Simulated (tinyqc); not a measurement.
Modulation-doped quantum well, Poisson-Schroedinger loop: one step of the calculation.

A well of width L centred at z = 0 between barriers Vb; effective-mass electrons, parabolic bands. The electrons come from donor sheets outside the mesh, a share fL of Ns on the left and the rest on the right, so the structure is neutral. Energies are counted from the band edge of the well, with U = 0 on the first node in the Hartree part.

Question. Levels and probability densities. Tridiagonal Hamiltonian with psi = 0 one step beyond both ends: H_ii = C (1/m_(i-1/2) + 1/m_(i+1/2))/hz^2 + V0_i + U_i, H_(i,i+1) = -C/(m_(i+1/2) hz^2), C = hbar^2/(2 m0). The lowest 2 level(s) are kept, normalised to hz sum |psi|^2 = 1.

Values chosen for this exercise:
- hz = 1.4 nm (mesh step)

Constants: q = 1.602176634e-19 C, hbar = 1.054571817e-34 J s, m0 = 9.1093837015e-31 kg, hbar^2/(2 m0) = 0.0380998212 eV nm^2. Results are converted to the units shown.

| node | fixed potential V0 (eV) | self-consistent potential U at the start (eV) |
|---|---|---|
| 1 | 1.1585500 | 0 |
| 2 | 1.1654100 | 0 |
| 3 | 1.1722700 | 0 |
| 4 | -0.0308700 | 0 |
| 5 | -0.0240100 | 0 |
| 6 | -0.0171500 | 0 |
| 7 | -0.0102900 | 0 |
| 8 | -0.0034300 | 0 |
| 9 | 0.0034300 | 0 |
| 10 | 0.0102900 | 0 |
| 11 | 0.0171500 | 0 |
| 12 | 0.0240100 | 0 |
| 13 | 0.0308700 | 0 |
| 14 | 1.2477300 | 0 |
| 15 | 1.2545900 | 0 |
| 16 | 1.2614500 | 0 |

mass on the intervals 1/2, 3/2, ... (mean of both at an interface) (m0): [0.12, 0.12, 0.12, 0.0746, 0.0292, 0.0292, 0.0292, 0.0292, 0.0292, 0.0292, 0.0292, 0.0292, 0.0292, 0.0746, 0.12, 0.12, 0.12]

Find: levels; |psi|^2 of E1; |psi|^2 of E2.

Answer.

levels (eV): E1 0.0277, E2 0.1356

| node | \|psi\|^2 of E1 (1/nm) | \|psi\|^2 of E2 (1/nm) |
|---|---|---|
| 1 | 0.0000 | 0.0000 |
| 2 | 0.0000 | 0.0000 |
| 3 | 0.0015 | 0.0030 |
| 4 | 0.0535 | 0.0907 |
| 5 | 0.0819 | 0.1040 |
| 6 | 0.1017 | 0.0709 |
| 7 | 0.1089 | 0.0222 |
| 8 | 0.1039 | 0.0000 |
| 9 | 0.0898 | 0.0226 |
| 10 | 0.0707 | 0.0731 |
| 11 | 0.0507 | 0.1151 |
| 12 | 0.0328 | 0.1210 |
| 13 | 0.0184 | 0.0889 |
| 14 | 0.0005 | 0.0026 |
| 15 | 0.0000 | 0.0000 |
| 16 | 0.0000 | 0.0000 |

Program tinyqc, `OMP_NUM_THREADS=1 python tinyqc.py 2140127 2140128 out.jsonl`; Intel Xeon 2.30GHz, shared host, one thread, about 0.1 s.
